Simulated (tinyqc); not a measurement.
Stacked nanosheet transistor, parasitic resistance, capacitance and delay: one step of the calculation.

Ns sheets share one contact on top; each has perimeter p = 2 (Ws + ts) and cross-section A = Ws ts; contact width Wc = Ws + 10 nm, stack height Hs = Ns pv. Sheet 1 is the top one. Contact length Lc = CPP - Lg - 2 Lsp, shared by two neighbouring gates. Source and drain sides are equal. The formulas are first-order estimates, not field solutions.

Problem. Sheet currents at Vgs = Vdd, Vds = Vdd/2. One sheet: I = p Q vx u/(1 + |u|^1.8)^(1/1.8), Q = Cinv n Vt ln(1 + exp((Vg' - VT + dl Vd')/(n Vt))), u = Vd' mu/(vx Lg), Vg' = Vgs - v, Vd' = Vds - 2 v, with the drop on each side v_j = Rc sum I + rv (sum over levels k = 2..j of the current of sheets k..Ns) + Rx I_j. I(new) = I + 0.5 (I(out) - I).

Values chosen for this exercise; values close to those of silicon logic devices: temperature T = 300 K; sheet width Ws = 20 nm; sheet thickness ts = 4 nm; vertical resistance between sheet levels rv = 85 ohm; gate length Lg = 18 nm; inversion capacitance Cinv = 2.8 uF/cm^2; injection velocity vx = 1e7 cm/s; apparent mobility mu = 150 cm^2/(V s); threshold at zero drain voltage VT = 0.24 V; barrier lowering dl = 0.044 V/V; subthreshold factor n = 1.28; supply voltage Vdd = 0.8 V.

Constants: q = 1.602176634e-19 C, kB = 1.380649e-23 J/K, Vt = kB T/q. Results are converted to the units shown.

I at the start (uA): sheet 1 0, sheet 2 0
Rc = 1393.6314 ohm
Rx = 1312.5000 ohm

Find: drop v; I(out); I after iteration 1.

Solution.

drop v (mV): sheet 1 0, sheet 2 0
I(out) (uA): sheet 1 73.092, sheet 2 73.092
I after iteration 1 (uA): sheet 1 36.546, sheet 2 36.546

Computed by the program tinyqc: `OMP_NUM_THREADS=1 python tinyqc.py 2170089 2170090 out.jsonl`, one thread of a shared Intel Xeon 2.30GHz, about 0.06 s for the whole run.
